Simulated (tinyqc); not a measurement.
Internal loss and injection efficiency from two cavity lengths.

Problem. The differential efficiency of both facets obeys 1/eta_d = (1/eta)[1 + 2 ai Lc/ln(1/(R1 R2))]. Find eta and ai.

Inputs (values chosen for the exercise): front reflectance R1 = 0.1; back reflectance R2 = 0.9.

differential efficiency at Lc = 750 and 1875 um: [0.72915623, 0.62525314]

Solution. 1/eta_d is linear in Lc: the intercept is 1/eta, and slope over intercept is 2 ai/ln(1/(R1 R2)).

eta = 0.8200
ai = 2.000 1/cm

Computed by the program tinyqc: `OMP_NUM_THREADS=1 python tinyqc.py 2840113 2840114 out.jsonl`, one thread of a shared Intel Xeon 2.30GHz, about 0.02 s for the whole run.
